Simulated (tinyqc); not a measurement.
Comparisons within one model: mean-field antiferromagnet of the Hubbard model on the simple cubic lattice. A value that a table varies takes the place of the one given here.

e(k) = -2 t (cx + cy + cz) - 4 t2 (cx cy + cy cz + cz cx), ci = cos ki; one electron a site; Q = (pi, pi, pi). <n_up - n_dn> = m cos(Q.R) gives Delta = U m/2 and bands E = e+ -/+ sqrt(e-^2 + Delta^2), e+- = (e(k) +- e(k + Q))/2 (the constant U/2 is dropped). Means run over the mesh k_i = 2 pi (j + 1/2)/N of the whole zone: mu from mean(f(E-) + f(E+)) = 1; m(out) = mean of Delta (f(E-) - f(E+))/sqrt(e-^2 + Delta^2); free energy per site F = -kT mean[ln(1 + exp(-(E- - mu)/kT)) + ln(1 + exp(-(E+ - mu)/kT))] + mu + U m^2/4.

Constants: kB = 8.617333262e-05 eV/K.

Values chosen for the exercise: t = 0.43 eV (nearest hopping); t2 = 0 eV (second hopping); T = 600 K; U = 1.17 eV (on-site repulsion).

## From weak to strong coupling

Mesh N = 16, start m = 0.9, at most 400 steps; U takes the listed multiples of t. The gap (negative: overlap) is read for that Delta on the unshifted mesh N = 24, which holds the band extrema.

Results:
```
U/t       m  Delta (eV)  gap (eV)  F - F(0) (meV)  J = 4 t^2/U (meV)
1.5   0.000       0.000     0.000            0.00               1147
2.0   0.000       0.000     0.000            0.00                860
3.0   0.424       0.274     0.547           -9.29                573
4.0   0.589       0.507     1.014          -37.84                430
5.0   0.696       0.748     1.496          -82.81                344
6.0   0.767       0.989     1.978         -140.69                287
8.0   0.852       1.465     2.930         -283.25                215
12.0  0.926       2.390     4.780         -628.11                143
20.0  0.971       4.177     8.354        -1410.96                 86
```

On this mesh a moment above 0.02 first appears at U/t = 3 of those listed; a gap is open from U/t = 3 on. With t2 = 0 the Fermi surface is nested by Q, so at zero temperature and on an infinite mesh any U orders; at small U the finite mesh and kT = 0.120 t can suppress or reduce the moment. At U/t = 20 m has reached 0.971 and the gap is 0.97 U. Mean field leaves out spin fluctuations, which lower m (at large U to about 0.6 on the square and 0.85 on the simple cubic lattice) and the ordering temperature.

## Order against temperature

Mesh N = 16, start m = 0.9, at most 400 steps; Delta(50 K) = 0.2145 eV.

Results:
```
T (K)  kT/Delta(50 K)      m  Delta (eV)
120             0.048  0.367      0.2145
370             0.149  0.366      0.2143
620             0.249  0.358      0.2097
870             0.350  0.329      0.1927
1050            0.422  0.288      0.1684
1190            0.478  0.236      0.1379
1340            0.538  0.138      0.0809
1490            0.599  0.000      0.0000
1740            0.699  0.000      0.0000
```

The moment is below 0.02 from 1490 K on (kT/Delta = 0.60); close to the transition 400 steps may not suffice, so a small m in the row before can be unconverged. Weak-coupling theory puts the transition at 0.567 and the atomic limit at 0.5. Fluctuations, left out, lower the true transition.

## Mesh

Start m = 0.9, at most 400 steps.

Results:
```
N        m  Delta (eV)
4   0.0000      0.0000
6   0.4527      0.2648
8   0.3223      0.1886
12  0.3574      0.2091
16  0.3596      0.2104
```

m spans 0.0000 to 0.4527; it still moves by more than 0.002 between the last two meshes. The level spacing across the Fermi surface, about 4 pi t/N, should fall below the larger of Delta = 0.210 eV and kT, a rough rule that asks for N above about 25.7.

## What moves the order

Mesh N = 16, start m = 0.9; the gap (negative: overlap) is read for that Delta on the unshifted mesh N = 24. Each row changes one parameter from the base and keeps the others.

Results:
```
case                 m  Delta (eV)  gap (eV)
base            0.3596      0.2104    0.4208
U = 1.287 eV    0.4226      0.2719    0.5439
t = 0.473 eV    0.2944      0.1722    0.3444
t2 = -0.022 eV  0.3590      0.2100    0.3320
T = 1200 K      0.2311      0.1352    0.2704
```

The largest shifts from the base row, up to three for each result and ties (the steps differ in size, so this ranks the rows, not the parameters). m: T -0.1285, t -0.0652, U +0.0630. Delta (eV): T -0.0752, U +0.0615, t -0.0382. gap (eV): T -0.1504, U +0.1231, t2 -0.0888.

(tinyqc, `OMP_NUM_THREADS=1 python tinyqc.py 1681826 1681827 out.jsonl`, Intel(R) Xeon(R) Processor @ 2.30GHz, 1 thread, shared host, about 0.2 s.)
